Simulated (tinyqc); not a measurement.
Charges from the flat band at three thicknesses.

Inverse problem. For a gate stack whose outer layer (permittivity e2) is made in three thicknesses t2, Vfb = V0 - (q/eps0) [Qb t2/e2 + r2 t2^2/(2 e2)], with Qb the sheet density of all charge below that layer and r2 the uniform density in it. Find V0, Qb and r2.

Parameters, values chosen for the exercise:
- e2 = 21.4 (relative permittivity of layer 2)

Constants: q = 1.602176634e-19 C, eps0 = 8.8541878128e-14 F/cm where lengths are in cm. Results are converted to the units shown.

t2 (nm): [2.4, 4.7, 7.2]
Vfb (V): [-0.43362145, -0.45768839, -0.47623802]

Answer. A parabola through the three points gives the three coefficients.

V0 = -0.401 V
Qb = 1.77e12 cm^-2
r2 = -1.50e18 cm^-3

Program tinyqc, `OMP_NUM_THREADS=1 python tinyqc.py 2010155 2010156 out.jsonl`; Intel Xeon 2.30GHz, shared host, one thread, about 0.01 s.
